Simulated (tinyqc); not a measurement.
# From completion temperature T_f back to activation energy E of K

Model: growth of a silicide layer between metal and silicon: linear-parabolic kinetics, ramp anneals and Kissinger analysis. Computed by tinyqc, a small Python program. Command: `OMP_NUM_THREADS=1 python tinyqc.py 3014729 3014730 out.jsonl silicide inv`. One thread of a shared host (Intel(R) Xeon(R) Processor @ 2.30GHz), about 0.2 s of CPU time with the checks.

One compound layer of thickness x grows by diffusion through itself and reaction at an interface, dx/dt = 1/(2x/K + 1/v), until the metal is used up at x = a h.

Inputs (values chosen for the exercise, modelled on NiSi): metal thickness h = 35 nm; silicide formed per metal thickness a = 2.2; prefactor of the parabolic constant K = 7.2e+12 nm^2/s; prefactor of the interface velocity v = 1.6e+14 nm/s; activation energy E_v = 1.74 eV; ramp rate beta = 3 C/s.

Constants: k_B = 8.617333262e-05 eV/K.

Method:
- The silicide ends at the thickness a h.
- K = K0 exp(-E/(k_B T)), v = v0 exp(-E_v/(k_B T)).
- Temperatures in kelvin are T(C) + 273.15.
- Ramp from x = 0 at 100 C at the rate beta: dx/dT = (1/beta)/(2x/K + 1/v), integrated adaptively (tolerance 1e-9) until x = a h at T_f.

Task: A run gave the result below. Find the activation energy E of K, known to lie between 1.4 and 1.9 eV.

completion temperature T_f = 461.6664 C

Result:

Each step takes the trial c = (a f_b - b f_a)/(f_b - f_a), f being the result less the target and a, b, c the logarithms of the listed values; c replaces end b, the old b replaces a if the sign of f changed, and otherwise f_a is halved.

Scan of the range:
```
activation energy E of K (eV)  completion temperature T_f (C)
1.40                                                  434.324
1.47                                                  463.913
1.55                                                  501.058
1.63                                                  539.085
1.72                                                  582.027
1.81                                                  624.941
1.90                                                  667.788
```

False position (Illinois rule, in the logarithm of the input) inside the bracket:
```
step    end a    end b    trial  completion temperature T_f (C)
1     1.40000  1.47000  1.46456                         461.471
2     1.47000  1.46456  1.46500                         461.665
3     1.47000  1.46500  1.46500                         461.667
4     1.46500  1.46500  1.46500                         461.666
```

Completion temperature T_f rises at every point of a 13-point scan of the range (every second point is shown), so one value fits; it is bracketed by 1.40 and 1.47. Answer: activation energy E of K = 1.465 eV.
